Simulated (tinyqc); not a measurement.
# Long-channel MOSFET, surface-potential model: effects of single changes

n-channel transistor on a uniformly doped p-type body, gradual-channel approximation, constant mobility, Boltzmann statistics, full ionisation. Potentials are counted from the neutral body; V is the electron quasi-Fermi potential, Vsb at the source and Vsb + Vds at the drain. Charges are magnitudes per area.

Values chosen for this exercise; material values close to those of gallium nitride:

| symbol | value | unit | meaning |
|---|---|---|---|
| T | 300 | K | temperature |
| Eg | 3.44 | eV | band gap |
| eps_r | 9.34 |  | relative permittivity of the semiconductor |
| Nc | 2.33e18 | cm^-3 | conduction-band density of states at T |
| Nv | 4.6e19 | cm^-3 | valence-band density of states at T |
| Na | 2.4e16 | cm^-3 | acceptor density of the body |
| eox | 3.96 |  | relative permittivity of the gate insulator |
| tox | 2.9 | nm | insulator thickness |
| Vfb | -1.97 | V | flat-band voltage |
| mu | 680 | cm^2/(V s) | channel mobility |
| W | 5 | um | gate width |
| L | 0.5 | um | gate length |
| Vsb | 2 | V | source-body reverse bias |
| Vgs | 1.24 | V | gate-source voltage |
| Vds | 0.05 | V | drain-source voltage |

Constants: q = 1.602176634e-19 C, kB = 1.380649e-23 J/K, Vt = kB T/q, eps0 = 8.8541878128e-14 F/cm where lengths are in cm. Results are converted to the units shown.

Each table varies one quantity; the others keep the values above.

## Transfer curve from weak to strong inversion

ni = sqrt(Nc Nv) exp(-Eg/(2 Vt)), Eg in volts; phiF = Vt ln(Na/ni); Cox = eps0 eox/tox; gamma = sqrt(2 q eps0 eps_r Na)/Cox. The surface potential psi at channel potential V solves Vgs + Vsb - Vfb - psi = gamma sqrt(G), G = psi - Vt + Vt exp((psi - 2 phiF - V)/Vt). Charge sheet: Qi = Cox gamma [sqrt(G) - sqrt(psi - Vt)]; I = mu (W/L) [integral of Qi dpsi from psi_0 to psi_L (drift) + Vt (Qi0 - QiL) (diffusion)], with psi_0 at V = Vsb and psi_L at V = Vsb + Vds. Pao-Sah: Qi(V) = (Cox gamma/2) integral from 3 Vt to psi of exp((u - 2 phiF - V)/Vt)/sqrt(G(u, V)) du, and I = mu (W/L) integral of Qi dV from Vsb to Vsb + Vds. Square law: VT = Vfb + 2 phiF + gamma sqrt(2 phiF + Vsb), m = 1 + gamma/(2 sqrt(2 phiF + Vsb)), I = mu Cox (W/L) [(Vgs - VT) v - m v^2/2] with v the smaller of Vds and (Vgs - VT)/m, and zero below VT. gm = dI/dVgs of the charge-sheet current.

Transfer curve from weak to strong inversion:
```
Vgs (V),"I, charge sheet (uA)","I, Pao-Sah (uA)",drift share (%),gm/I (1/V),"I, square law (uA)"
1.11,4.093e-5,4.104e-5,4.910e-4,38.01,0
1.2,0.001253,0.001256,0.01503,38.01,0
1.29,0.03819,0.03830,0.4551,37.83,0
1.37,0.7282,0.7348,7.751,34.66,16.02
1.46,8.676,9.013,46.58,19.31,53.02
1.55,29.26,30.79,74.12,9.356,90.02
1.64,56.13,58.95,84.53,5.662,127.0
1.72,82.46,86.26,88.88,4.108,159.9
1.81,113.7,118.3,91.64,3.110,196.9
```

Read the table: what changes, and by how much?

The charge-sheet current rises from 4.09e-5 to 114 uA. In the first row gm/I is 38.0 1/V, a swing of 60.6 mV a decade, against Vt ln 10 = 59.5 mV a decade for an ideal gate; in the last it is 3.11 1/V. Drift passes half of the current at Vgs = 1.55 V among the rows listed (VT = 1.31 V). The charge sheet departs most from Pao-Sah at Vgs = 1.55 V, where it is 5.0 % below it. In the last row the square law is 66 % above Pao-Sah. For Vgs = 1.46 to 1.81 V the surface electron density at the source passes 0.3 Nc, where degeneracy and quantisation, left out here, matter.

## Effect of the insulator thickness

VT = Vfb + 2 phiF + gamma sqrt(2 phiF + Vsb), m = 1 + gamma/(2 sqrt(2 phiF + Vsb)). The swing is 20 mV/log10[I(VT - 0.14 V)/I(VT - 0.16 V)] of the charge-sheet current at the given Vds.

Effect of the insulator thickness:
```
tox (nm),gamma (V^0.5),VT (V),m,swing (mV/decade),"I at Vgs, Vds (uA)"
0.97,0.02206,1.206,1.005,59.98,0.2481
1.3,0.02957,1.223,1.007,60.08,0.1300
1.8,0.04094,1.249,1.009,60.23,0.04885
2.4,0.05459,1.280,1.012,60.42,0.01514
3.2,0.07278,1.321,1.016,60.66,0.003205
4.3,0.09780,1.378,1.022,61.00,3.862e-4
5.8,0.1319,1.455,1.029,61.45,2.237e-5
```

Read the table: what changes, and by how much?

As tox goes from 0.97 to 5.8 nm, VT rises from 1.21 to 1.45 V, the swing rises from 60.0 to 61.5 mV a decade and the current falls from 0.248 to 2.24e-5 uA. The swing is 0.27 % above m Vt ln 10 in the first row and 0.32 % above it in the last. The gate voltage is below VT in 5 of the 7 rows.

## Output curve

Same model as above.

In this table Vgs = 1.61 V.

Results:
```
Vds (V),psi_L (V),QiL (nC/cm^2),"I, charge sheet (uA)","I, Pao-Sah (uA)","I, square law (uA)"
0.05,5.328,120.6,46.76,49.17,114.7
0.1,5.364,76.62,78.57,82.64,208.5
0.16,5.400,32.96,99.51,104.6,293.6
0.21,5.418,10.30,106.2,111.5,341.5
0.27,5.426,1.372,108.1,113.4,371.5
0.32,5.427,0.2063,108.3,113.6,375.3
0.43,5.427,0.002949,108.3,113.6,375.3
0.48,5.427,4.263e-4,108.3,113.6,375.3
```

Estimate the missing row, Vds = 0.37 V.

Computed row:
```
Vds (V),psi_L (V),QiL (nC/cm^2),"I, charge sheet (uA)","I, Pao-Sah (uA)","I, square law (uA)"
0.37,5.427,0.03001,108.3,113.6,375.3
```

With this row back in the table: The Pao-Sah current rises from 49.2 to 114 uA, while the charge at the drain end falls from 121 to 4.26e-4 nC/cm^2. The current first comes within 1 % of its last value at Vds = 0.27 V among the rows listed; the square law saturates at (Vgs - VT)/m = 0.300 V. Over the last two rows psi_L moves by less than 1 mV: the drain has lost hold of the surface potential, so the current no longer grows. In the last row the charge sheet is 4.7 % below Pao-Sah and the square law 3.30 times it. In every row the surface electron density at the source passes 0.3 Nc, where degeneracy and quantisation, left out here, matter. For Vds = 0.27 to 0.48 V mu V/L, with V the smaller of Vds and (Vgs - VT)/m, passes 3e6 cm/s, so velocity saturation would lower the current.

Computed by the program tinyqc: `OMP_NUM_THREADS=1 python tinyqc.py 2360161 2360162 out.jsonl`, one thread of a shared Intel Xeon 2.30GHz, about 0.06 s for the whole run.
